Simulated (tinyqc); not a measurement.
The weight eta from points of equal mobility.

Question. If the mobility depends on E = q (Ndep + eta Ns)/(eps0 eps_r) alone, two points of equal mobility on its falling branch have equal E. Find eta and E.

Values chosen for this exercise:
- eps_r = 11.8 (relative permittivity of the semiconductor)

Constants: q = 1.602176634e-19 C, eps0 = 8.8541878128e-14 F/cm where lengths are in cm. Results are converted to the units shown.

Ndep at two body biases (cm^-2): [2.7864043e12, 4.5470663e12]
Ns at which the mobility is the same (cm^-2): [1.3e13, 7.3204453e12]

Solution. eta is the ratio of the differences of Ndep and Ns.

eta = 0.310
E = 1.05 MV/cm

tinyqc, about 0.01 s, one thread, Intel Xeon 2.30GHz (shared host): `OMP_NUM_THREADS=1 python tinyqc.py 2510015 2510016 out.jsonl`
